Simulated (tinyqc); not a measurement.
LCCD on RHF in the 6-311g basis, for H2, spin multiplicity 1, step by step. One step of it, computed by the program tinyqc.

Problem. LCCD: starting amplitudes. t_ij^ab = <ij||ab> / (e_i + e_j - e_a - e_b), whose energy is MP2.

orbital energies (hartree): MO1 -0.603081, MO2 0.172263, MO3 0.304284, MO4 0.661793, MO5 2.382369, MO6 2.781945

Two-electron integrals over orbitals (pq|rs), unique and non-zero (hartree):
```
(11|11) 0.659764    (21|21) 0.042491    (22|11) 0.343806    (22|22) 0.295715
(31|11) -0.136053   (31|22) -0.022911   (31|31) 0.054616    (32|21) 0.023643
(32|32) 0.041448    (33|11) 0.365438    (33|22) 0.272729    (33|31) -0.034844
(33|33) 0.282013    (41|21) -0.060347   (41|32) -0.010848   (41|41) 0.105392
(42|11) -0.133589   (42|22) -0.042209   (42|31) 0.036902    (42|33) -0.044415
(42|42) 0.051112    (43|21) 0.026694    (43|32) 0.017530    (43|41) -0.038579
(43|43) 0.023496    (44|11) 0.508915    (44|22) 0.324650    (44|31) -0.081293
(44|33) 0.315214    (44|42) -0.101742   (44|44) 0.442492    (51|11) -0.103834
(51|22) -0.008581   (51|31) 0.053949    (51|33) -0.024426   (51|42) 0.023128
(51|44) -0.056015   (51|51) 0.094479    (52|21) 0.001646    (52|32) 0.001827
(52|41) 0.001215    (52|43) -0.005999   (52|52) 0.009580    (53|11) 0.116210
(53|22) 0.029375    (53|31) -0.040801   (53|33) 0.036086    (53|42) -0.032997
(53|44) 0.073961    (53|51) -0.047756   (53|53) 0.038200    (54|21) -0.001317
(54|32) -0.020510   (54|41) -0.016704   (54|43) 0.005530    (54|52) -0.014255
(54|54) 0.037420    (55|11) 0.646721    (55|22) 0.333496    (55|31) -0.136273
(55|33) 0.359918    (55|42) -0.126930   (55|44) 0.494136    (55|51) -0.132826
(55|53) 0.126168    (55|55) 0.672526    (61|21) -0.028490   (61|32) 0.012578
(61|41) 0.068994    (61|43) -0.030208   (61|52) 0.021164    (61|54) -0.052347
(61|61) 0.101321    (62|11) -0.024148   (62|22) 0.011652    (62|31) 0.019625
(62|33) 0.000449    (62|42) 0.001516    (62|44) -0.006622   (62|51) 0.033111
(62|53) -0.013192   (62|55) -0.035202   (62|62) 0.018621    (63|21) 0.027753
(63|32) 0.001413    (63|41) -0.051623   (63|43) 0.019192    (63|52) -0.005416
(63|54) 0.020833    (63|61) -0.050814   (63|63) 0.033039    (64|11) 0.151011
(64|22) 0.021797    (64|31) -0.061705   (64|33) 0.041953    (64|42) -0.040548
(64|44) 0.091355    (64|51) -0.079920   (64|53) 0.051286    (64|55) 0.169370
(64|62) -0.032112   (64|64) 0.089421    (65|21) 0.073651    (65|32) 0.012008
(65|41) -0.131995   (65|43) 0.056119    (65|52) -0.020082   (65|54) 0.055976
(65|61) -0.137524   (65|63) 0.085170    (65|65) 0.236937    (66|11) 0.701352
(66|22) 0.352823    (66|31) -0.160763   (66|33) 0.372803    (66|42) -0.146990
(66|44) 0.543017    (66|51) -0.179745   (66|53) 0.150725    (66|55) 0.740999
(66|62) -0.048888   (66|64) 0.211704    (66|66) 0.850831
```

Give: Starting amplitudes; correlation energy.

Solution.

Starting amplitudes (spin orbitals 1a, 1b, ...; amplitudes related by a flip of all spins are not repeated):
```
from      to        t
1a 1b  4a 4b  -0.0417
1a 1b  3a 3b  -0.0301
1a 1b  2a 4b   0.0296
1a 1b  2a 2b  -0.0274
1a 1b  5a 5b  -0.0158
1a 1b  6a 6b  -0.0150
1a 1b  4a 6b  -0.0148
1a 1b  3a 5b  -0.0139
1a 1b  2a 6b   0.0068
```

correlation energy = -0.017713 hartree
